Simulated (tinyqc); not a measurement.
Same peak temperature, different pulse lengths: millisecond and nanosecond annealing: surface heating, thermal budget and solid-phase regrowth. Computed by tinyqc, a small Python program. Command: `OMP_NUM_THREADS=1 python tinyqc.py 3024627 3024628 out.jsonl flash walk`. One thread of a shared host (Intel(R) Xeon(R) Processor @ 2.30GHz), about 0.01 s of CPU time with the checks.

A square pulse heats the surface of a thick wafer with constant thermal properties; losses by radiation are neglected and silicon melts at 1414 C.

Inputs (values chosen for the exercise, modelled on hot silicon with phosphorus):
```
quantity                      value        unit
incident fluence               8.18      J/cm^2
pulse length t_p            0.00011           s
reflectance R                  0.51           -
thermal conductivity k         0.26    W/(cm K)
heat capacity per volume c     2.36  J/(cm^3 K)
preheat temperature T0          500           C
dopant prefactor D0            5.52      cm^2/s
dopant activation energy E      3.7          eV
regrowth prefactor v0         4e+08        cm/s
regrowth energy E_v            2.68          eV
amorphous layer                  20          nm
```

Source: scanned laser.

Constants: k_B = 8.617333262e-05 eV/K.

Method:
- Absorbed flux q = (1 - R) fluence/t_p; kappa = k/c. With f(z, t) = (2 q/k) sqrt(kappa t) ierfc(z/(2 sqrt(kappa t))), ierfc(x) = exp(-x^2)/sqrt(pi) - x erfc(x): T = T0 + f(z, t) during the pulse and T0 + f(z, t) - f(z, t - t_p) after it.
- At the surface the rise at the end of the pulse is 2 q sqrt(t_p/(pi k c)); the fluence that just melts the surface scales with (1414 - T0).
- Temperatures in kelvin are T(C) + 273.15.
- Integrate exp(-E/(k_B T(t))) at the surface from 0 to 10 t_p (Gauss-Legendre, 60 points in sqrt(t) up to t_p and 60 in sqrt(t - t_p) after it). (Dt) = D0 x integral with E; regrowth = v0 x integral with E_v; effective time = integral/exp(-E/(k_B T_peak)).
- For each t_p the flux is set so that the peak temperature stays the same: q sqrt(t_p) is fixed.

absorbed flux q = 36438.2 W/cm^2

kappa = 0.110169 cm^2/s

Pulses:
```
t_p (s)   fluence (J/cm^2)  q (W/cm^2)  thermal length (um)  2 sqrt(Dt) (nm)  regrowth (nm)
1.00e-07        2.4664e-01  1.2085e+06           1.0496e+00       5.0704e-04     4.9130e-03
1.00e-06        7.7993e-01  3.8217e+05           3.3192e+00       1.6034e-03     4.9130e-02
1.00e-05        2.4664e+00  1.2085e+05           1.0496e+01       5.0704e-03     4.9130e-01
1.00e-04        7.7993e+00  3.8217e+04           3.3192e+01       1.6034e-02     4.9130e+00
3.00e-04        1.3509e+01  2.2064e+04           5.7490e+01       2.7772e-02     1.4739e+01
1.00e-03        2.4664e+01  1.2085e+04           1.0496e+02       5.0704e-02     4.9130e+01
3.00e-03        4.2719e+01  6.9774e+03           1.8180e+02       8.7822e-02     1.4739e+02
1.00e-02        7.7993e+01  3.8217e+03           3.3192e+02       1.6034e-01     4.9130e+02
```

What does the comparison show, and why?

Fluence and diffusion length grow as sqrt(t_p), regrowth as t_p. The layer of 20 nm regrows from t_p = 0.001 s on among these rows, at a diffusion length of 0.051 nm. Caution: the shortest pulses need a source absorbed within their thermal length, and the longest also heat the back of the wafer, which the thick-wafer formula leaves out.

Extremes, crossings and ranges named in words are read from the listed rows.
